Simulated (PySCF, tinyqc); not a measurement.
Worked calculation: FCI on RHF in the sto-6g basis, for H3-, spin multiplicity 1. The basis has no diffuse functions, so it cannot describe the extra electron: this is an exercise in the method, not the real anion. The lowest restricted solution is unstable here: a spin-polarised one lies 0.0947 hartree lower (PySCF). Computed by tinyqc, a small Python program that keeps every step (integrals from PySCF). Settings: charge = -1, multiplicity = 1, basis = sto-6g, method = RHF, energy threshold = 1e-10, iteration cap = 51, orthogonalisation = symmetric, start = atomic densities, DIIS depth = 6, ci = FCI. Command: `OMP_NUM_THREADS=1 python tinyqc.py 23904 23905 out.jsonl` (the two numbers bound the seeds that draw the settings). One thread of a shared host (Intel(R) Xeon(R) Processor @ 2.60GHz), about 0.1 s of CPU time with the checks. The early iterations of the SCF are left out here.

## One-electron integrals

Geometry (angstrom):
```
atom         x         y         z
H     0.000000  0.000000  0.000000
H     0.000000  0.000000  1.183000
H     0.000000  1.080000  0.482000
```

Basis sto-6g: exponents (1/bohr^2) and contraction coefficients of normalised primitives:
```
element  l (shell)   exponent  coefficient
H            s (1)  35.523221     0.009164
H            s (1)   6.513144     0.049361
H            s (1)   1.822143     0.168538
H            s (1)   0.625955     0.370563
H            s (1)   0.243077     0.416492
H            s (1)   0.100112     0.130334
```

Overlap, kinetic and nuclear-attraction integrals over the contracted functions; the nuclear repulsion is the sum of Za Zb / Rab.

nuclear repulsion = 1.30575182 hartree

overlap S, lower triangle:
```
          1H 1s     2H 1s     3H 1s
1H 1s  1.000000
2H 1s  0.396045  1.000000
3H 1s  0.396210  0.345116  1.000000
```

kinetic energy T (hartree), lower triangle:
```
          1H 1s     2H 1s     3H 1s
1H 1s  0.768522
2H 1s  0.058166  0.768522
3H 1s  0.058241  0.036937  0.768522
```

nuclear attraction V (hartree), lower triangle:
```
           1H 1s      2H 1s      3H 1s
1H 1s  -2.121112
2H 1s  -0.766613  -2.087317
3H 1s  -0.766981  -0.656083  -2.087429
```

core Hamiltonian H = T + V (hartree), lower triangle:
```
           1H 1s      2H 1s      3H 1s
1H 1s  -1.352589
2H 1s  -0.708447  -1.318795
3H 1s  -0.708741  -0.619146  -1.318907
```

## Two-electron integrals

Functions are numbered as in S; the eight-fold symmetry (ij|kl) = (ji|kl) = (kl|ij) leaves the list below.

Two-electron integrals (ij|kl) in chemists' order, unique and non-zero (hartree):
```
(11|11) 0.774999   (21|11) 0.233304   (21|21) 0.095936   (22|11) 0.422611
(22|21) 0.233304   (22|22) 0.774999   (31|11) 0.233424   (31|21) 0.082741
(31|22) 0.171435   (31|31) 0.096024   (32|11) 0.156771   (32|21) 0.072767
(32|22) 0.196943   (32|31) 0.072795   (32|32) 0.071018   (33|11) 0.422702
(33|21) 0.171388   (33|22) 0.394696   (33|31) 0.233424   (33|32) 0.196943
(33|33) 0.774999
```

## Orthogonalisation

S = U s U^T; symmetric (Loewdin) form X = U s^(-1/2) U^T, so that X^T S X = 1.

eigenvalues of S: 0.586375  0.654884  1.758741

X, lower triangle:
```
           1H 1s      2H 1s     3H 1s
1H 1s   1.111205
2H 1s  -0.186399   1.092199
3H 1s  -0.186534  -0.143481  1.092265
```

## Starting guess

The start is atomic minimal-basis densities projected into this basis (PySCF's MINAO start) and scaled to the electron count of each spin; this density is not idempotent, so its energy is not variational and may lie below the converged one.

D at the start, lower triangle:
```
          1H 1s     2H 1s     3H 1s
1H 1s  1.253743
2H 1s  0.097533  1.264191
3H 1s  0.097549  0.091783  1.264160
```

## Iteration 11 (converged): orbitals

converged F (hartree), lower triangle:
```
           1H 1s      2H 1s     3H 1s
1H 1s   0.137367
2H 1s  -0.221618   0.216088
3H 1s  -0.221793  -0.058308  0.215920
```

Diagonalise F' = X^T F X, C = X C', fill 2 alpha and 2 beta electrons from the bottom; D = 2 C_occ C_occ^T. Each column has its largest component positive (the first on a tie).

F' = X^T F X (hartree), lower triangle:
```
           1          2         3
1   0.364335
2  -0.305364   0.363637
3  -0.305661  -0.055242  0.363621
```

orbital energies (hartree): MO1 -0.096603, MO2 0.418871, MO3 0.769325

coefficients C:
```
            MO1        MO2        MO3
1H 1s  0.567537  -0.000157   0.991069
2H 1s  0.361715   0.874114  -0.594406
3H 1s  0.362164  -0.873449  -0.595272
```

D after iteration 11, lower triangle:
```
          1H 1s      2H 1s     3H 1s
1H 1s  0.644196
2H 1s  0.410298   1.789825
3H 1s  0.411357  -1.264987  1.788152
```

## Convergence

Stop when the energy changes by less than 1e-10 hartree and every element of the error matrix X^T (F D S - S D F) X is below 3e-06.

Course of the cycle:
```
iteration  E (hartree)     change  largest element of the error matrix
1          -1.17602184          -                             3.99e-03
2          -0.94419863   2.32e-01                             1.29e-01
3          -0.94296071   1.24e-03                             1.33e-01
4          -0.94202408   9.37e-04                             1.35e-01
5          -0.94018721   1.84e-03                             1.40e-01
6          -0.94026309  -7.59e-05                             1.40e-01
7          -0.94026319  -1.01e-07                             1.40e-01
8          -0.96606256  -2.58e-02                             9.84e-04
9          -0.96606377  -1.21e-06                             1.35e-05
10         -0.96606377  -2.25e-10                             3.26e-07
11         -0.96606377  -1.29e-13                             5.37e-08
```

PySCF RHF in the same basis = -0.96606377 hartree

Converged in 11 iterations.

## Populations, bond orders and dipole

Mulliken: Z minus the diagonal of D S on the atom; Loewdin: the same with S^(1/2) D S^(1/2); Mayer order: 2 sum_s sum (D(s) S)_ij (D(s) S)_ji over the two atoms.

Charges (e):
```
atom   Mulliken    Loewdin
1H     0.030323   0.064611
2H    -0.515755  -0.532882
3H    -0.514568  -0.531730
```

Mayer bond orders:
```
pair     order
2-1   0.498929
3-1   0.500151
3-2   0.235068
```

dipole moment about the origin, x y z (debye): 0.000000  -2.669304  -4.121916

## Integrals over molecular orbitals

(pq|rs) = sum C_ip C_jq C_kr C_ls (ij|kl), one index at a time.

one-electron integrals over orbitals h = C^T H C (hartree), lower triangle:
```
           1          2          3
1  -1.525643
2  -0.000077  -1.068440
3   0.043774   0.000044  -1.029054
```

Two-electron integrals over orbitals (pq|rs), unique and non-zero (hartree):
```
(11|11) 0.552583    (21|11) -0.000090   (21|21) 0.121450    (22|11) 0.498953
(22|21) 0.000167    (22|22) 0.610855    (31|11) 0.046819    (31|21) 0.000047
(31|22) -0.101126   (31|31) 0.160391    (32|11) 0.000067    (32|21) -0.111657
(32|22) -0.000132   (32|31) -0.000097   (32|32) 0.113795    (33|11) 0.548943
(33|21) -0.000123   (33|22) 0.487339    (33|31) 0.072741    (33|32) 0.000095
(33|33) 0.576391
```

## FCI: determinants and Hamiltonian

Hartree-Fock energy = -0.96606377 hartree

Slater-Condon rules over spin orbitals, with the nuclear repulsion added and E(HF) subtracted on the diagonal. Only determinants linked to the reference directly or through others are kept (one block of an abelian symmetry group), so some states are absent.

Occupation strings over the orbitals (2 doubly, a alpha, b beta, 0 empty; spin orbitals ordered 1a 1b 2a 2b ...): 220 2ab a2b 2ba b2a 202 ab2 ba2 022

H - E(HF) between determinants (hartree), lower triangle:
```
           220        2ab        a2b        2ba        b2a        202        ab2       ba2
220   0.000000
2ab   0.000000  -0.023090
a2b   0.000000   0.000026   0.477376
2ba   0.000000  -0.113795   0.000097  -0.023090
b2a   0.000000   0.000097  -0.160391   0.000026   0.477376
202   0.113795   0.000228   0.111657  -0.000228  -0.111657   0.166387
ab2   0.000097  -0.111657  -0.000028   0.173866  -0.000047  -0.000316   0.493348
ba2  -0.000097   0.173866  -0.000047  -0.111657  -0.000028   0.000316  -0.121450  0.493348
022   0.160391  -0.000047   0.025921   0.000047  -0.025921   0.121450  -0.000059  0.000059

          022
022  0.985840
```

## FCI: roots

Diagonalise (each vector has its largest component positive (the first on a tie)); all determinants have Ms = 0, so triplets appear too. The lowest singlet root is the correlation energy.

lowest roots of this matrix, relative to E(HF) (hartree): -0.144381  -0.072923  -0.034795  0.148837  0.316985  0.379394  0.671012  0.740298

lowest vectors:
```
        root 1     root 2     root 3     root 4
220   0.000000   0.885218  -0.000354   0.434149
2ab   0.702029   0.000127   0.647335   0.000350
a2b  -0.000201   0.073104   0.000167  -0.181838
2ba   0.702029  -0.000127  -0.647335  -0.000350
b2a  -0.000201  -0.073104  -0.000167   0.181838
202   0.000000  -0.445196  -0.000690   0.841277
ab2  -0.084591  -0.000286   0.284530   0.000677
ba2  -0.084591   0.000286  -0.284530  -0.000677
022   0.000000  -0.086612   0.000222  -0.194001
```

<S^2> of these roots: 2.000000  0.000000  0.000000  0.000000  2.000000  2.000000  0.000000  0.000000

weight of the ground state by excitation level 0, 1, 2, ...: 0.000000  0.985689  0.014311

The lowest root is not a singlet, so the reference has no weight in it by spin; the weights shown are those of that root. A root of higher spin lies below E(HF).
